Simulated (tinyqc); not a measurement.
When the band splits: coherent potential approximation for a binary alloy with a semi-elliptic band.

Site levels eA = -x d (share 1 - x) and eB = (1 - x) d (share x), so that their mean, the virtual crystal, is 0. Pure band: G0(z) = 2 (z - sqrt(z - W) sqrt(z + W))/W^2 with principal roots, density -Im G/pi per site. The medium has a self-energy S(z), G = G0(z - S), z = E + i eta. t_i = (e_i - S)/(1 - (e_i - S) G); the CPA demands <t> = (1 - x) tA + x tB = 0. Iteration: start at S = 0, set S(new) = S + <t>/(1 + <t> G), stop when |<t>| < 1e-9 eV.

Inputs chosen for the exercise:

| symbol | value | unit | meaning |
|---|---|---|---|
| W | 2.8 | eV | half width of the pure band |
| x | 0.26 |  | fraction of B |
| eta | 0.056 | eV | broadening |

x as given, d varied, eta as given. The density is taken at E = (eA + eB)/2 and at E = eA + eB = (1 - 2x) d, where S has its pole for well split bands; a gap shows as a density of the size of the broadening tail.

Between the two levels:

| d/W | d (eV) | density at the midpoint (1/eV) | density at (1 - 2x) d (1/eV) | Im S at the midpoint (eV) |
|---|---|---|---|---|
| 0.2 | 0.56 | 0.2193 | 0.2184 | -0.042 |
| 0.4 | 1.12 | 0.2087 | 0.2045 | -0.164 |
| 0.6 | 1.68 | 0.1924 | 0.1791 | -0.343 |
| 0.8 | 2.24 | 0.1727 | 0.1364 | -0.517 |
| 1.0 | 2.80 | 0.1507 | 0.0538 | -0.620 |
| 1.2 | 3.36 | 0.1249 | 0.0272 | -0.628 |
| 2.0 | 5.60 | 0.0041 | 0.0044 | -0.150 |

Give the missing row, d/W = 1.5, d (eV) = 4.20.

Computed row:
```
d/W  d (eV)  density at the midpoint (1/eV)  density at (1 - 2x) d (1/eV)  Im S at the midpoint (eV)
1.5    4.20                          0.0661                        0.0117                     -0.426
```

The midpoint density falls from 0.219 to 0.0041 1/eV; it first drops below a tenth of the pure peak (0.023) at d/W = 2. At (1 - 2x) d the density drops below that mark at d/W = 1.5, so the bands have parted by then (this mark lags the true splitting), and is least, 0.0044, at d/W = 2. For x = 1/2 the two coincide and the band splits at d = W exactly; here x = 0.26. The size of Im Sigma at the midpoint is largest at d/W = 1.2. It is a lifetime only where the density there is finite; for well separated bands, d/W above 1/(2 sqrt(x (1 - x))), S has a pole in the gap at (1 - 2x) d.

Program tinyqc; command `OMP_NUM_THREADS=1 python tinyqc.py 1451375 1451376 out.jsonl`; about 0.01 s on one thread of a shared Intel(R) Xeon(R) Processor @ 2.30GHz.
